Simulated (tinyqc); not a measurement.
Surface potential of a MOS transistor: implicit equation and explicit approximations: one step of the calculation.

p-type body, charge-sheet picture, depletion and inversion only, full ionisation (an idealisation for deep acceptors), Boltzmann statistics (rough once Na exp(x - xn) passes about Nc/7). In units of Vt: xg = (Vg - Vfb)/Vt, x = psi/Vt, G = gamma/sqrt(Vt), xn = (2 phiF + Vc)/Vt. The implicit equation is (xg - x)^2 = G^2 [x - 1 + exp(x - xn)] for x above about 3. Cox = eps0 eox/tox.

Question. Explicit approximation. Depletion value a = 1 + [sqrt(G^2/4 + xg - 1) - G/2]^2; inversion value b = xn + ln[(xg - xn)^2/G^2 - xn + 1] and first guess y = min(a, b) - ln(1 + exp(-|a - b|)) if a > xn + 1, else b = y = a; one second-order correction with D = exp(y - xn), p = 2 (xg - y) + G^2 (1 + D), w = (xg - y)^2 - G^2 (y - 1 + D): z = y + 2 w/(p + sqrt(p^2 - 2 (2 - G^2 D) w)), or the Newton step z = y + w/p where the root is not real.

G = 0.27928279
xn = 49.171010
xg = 66.532571

Wanted: a; b; y; p; w; z.

Answer.

a = 64.31
b = 57.42
y = 57.42
p = 315.7
w = -218.7
z = 56.72

The root of the implicit equation is x = 56.3259; y misses it by 1.1 and z by 0.40, in units of Vt (Newton branch).

Program tinyqc, `OMP_NUM_THREADS=1 python tinyqc.py 2122169 2122170 out.jsonl`; Intel Xeon 2.30GHz, shared host, one thread, about 0.01 s.
